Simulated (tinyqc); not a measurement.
Propagation of a band-gap error through k.p and effective-mass formulas, step by step. Values are carried at full precision from step to step, so a last printed digit may differ when a step is redone from the rounded ones.

Chain, for a gap E (the reference Eg or another value), with Ep and Dso kept: 1/me = 1 + Ep (E + 2 Dso/3)/(E (E + Dso)); g* = 2 - 2 Ep Dso/(3 E (E + Dso)); g1(E) = g1 + (Ep/3)(1/E - 1/Eg), g2(E) = g2 + (Ep/6)(1/E - 1/Eg), light hole 1/(g1 + 2 g2), heavy hole 1/(g1 - 2 g2) along [100]; optical constant ei(E) = 1 + (ei - 1)(EP/(EP + E - Eg))^2, static e0(E) = ei(E) + e0 - ei.

Constants: Ry = 13.60569312 eV; a0 (Bohr radius) = 0.5291772105 angstrom; kB = 8.617333262e-05 eV/K; hbar^2/2m0 = 3.80998211 eV angstrom^2.

Values chosen for the exercise (reference values near those of GaAs, gap at low temperature; shifted at random, so the results belong to these values and not to a real crystal): Eg = 1.501 eV (gap at Gamma to the s-like level); Dso = 0.335 eV (spin-orbit splitting); Ep = 26.1 eV (Kane energy); g1 = 6.97 (Luttinger gamma1); g2 = 2.05 (gamma2); e0 = 12.77 (static dielectric constant); ei = 10.89 (optical dielectric constant); EP = 5.2 eV (mean (Penn) gap); Eg2 = 0.63 eV (a wrong gap, of the size a semi-local functional can give); mh = 0.59 m0 (density-of-states mass of the holes); T = 400 K (temperature); k = 0.012 1/angstrom (wave vector).

## Masses, g factor and screening for both gaps

Evaluate the chain at Eg and at Eg2.

Band values at the two gaps:
```
quantity      at Eg   at Eg2  ratio
me          0.05770  0.02657  0.461
g*          -0.1151   -7.588      -
g1            6.970    14.98  2.150
g2            2.050    6.057  2.954
light hole  0.09033  0.03690  0.409
heavy hole   0.3484   0.3484  1.000
ei            10.89    15.27  1.402
e0            12.77    17.15  1.343
```

The gap is off by a factor of 0.42; the electron mass follows with 0.46 and the light hole with 0.41, while the heavy hole, which does not couple to the conduction level, keeps its value. The optical constant changes less, by +40 %, as it answers to the mean gap, which shifts by the same -0.87 eV on a base of 5.2 eV. g* moves by -7.47; near zero it is a difference of larger terms, and remote bands, left out here, shift it by tenths.

## Binding energies and densities for both gaps

Donor: R = Ry me/e0^2, a_B = a0 e0/me, Mott density (0.26/a_B)^3. Nc, Nv = 2 (m kT/(4 pi c))^(3/2), c = hbar^2/2m0, ni = sqrt(Nc Nv) exp(-E/2kT). Exciton: Ry mu/e0^2 with 1/mu = 1/me + g1(E). 1 angstrom^-3 = 1e24 cm^-3.

Use the values of the table.

Results:
```
quantity                  at Eg     at Eg2     ratio
R (meV)                   4.814      1.229     0.255
a_B (angstrom)            117.1      341.6      2.92
Mott density (cm^-3)  1.094e+16  4.411e+14    0.0403
Nc (cm^-3)            5.355e+17  1.673e+17     0.312
ni (cm^-3)            1.072e+09  1.839e+14  1.72e+05
exciton (meV)             3.433     0.8791     0.256
```

Power laws carry the error on: the donor energy (me/e0^2) by a factor of 0.255, the Mott density (cube of me/e0) by 0.0403. ni, with its exponential, changes by a factor of 1.72e+05, that is 5.2 decades.

## A scissor shift and what it does not mend

A rigid shift D = Eg - Eg2 of the conduction band restores the gap but leaves the curvature, so the mass stays me(Eg2); redoing the sum 1/m = 1 + Ep (E + 2 Dso/3)/(E (E + Dso)) with E = Eg and the same Ep gives another mass. For optics, eps2 at the edge goes as |p|^2/E^2: a rigid shift keeps the dipole elements p/E, while shifting the energies under unchanged p scales eps2 by (Eg2/Eg)^2.

shift D = 0.871 eV
mass under a rigid shift = 0.0266 m0
mass from the sum with the corrected gap = 0.0577 m0
factor on eps2 if p is left unscaled = 0.176

The rigid shift leaves the mass off by a factor of 0.46. The mass from the corrected gap is the reference me(Eg) here, because the exercise keeps Ep fixed; a real correction of the gap depends on k and changes Ep as well.

## Far from the edge the relative error shrinks

Two-level dispersion E(k) = sqrt(E^2/4 + Ep c k^2) - E/2 at k/4, k, 4k for both gaps, c = hbar^2/2m0.

Energies above the edge:
```
k (1/angstrom)  at Eg (eV)  at Eg2 (eV)  ratio
0.00300             0.0006       0.0014  2.378
0.01200             0.0095       0.0220  2.317
0.04800             0.1396       0.2580  1.848
```

The ratio tends to Eg/Eg2 = 2.38 at k = 0 and goes from 2.378 to 1.848: at large k both curves approach the same slope sqrt(Ep c), while their distance in eV grows towards |Eg - Eg2|/2.

## Checks

- Chain at E = Eg against the inputs g1, g2, ei, e0: they agree to 1e-10 or better.

Run: tinyqc, `OMP_NUM_THREADS=1 python tinyqc.py 1880539 1880540 out.jsonl`; Intel(R) Xeon(R) Processor @ 2.30GHz, one thread, shared host; about 0.01 s of CPU time with all checks.
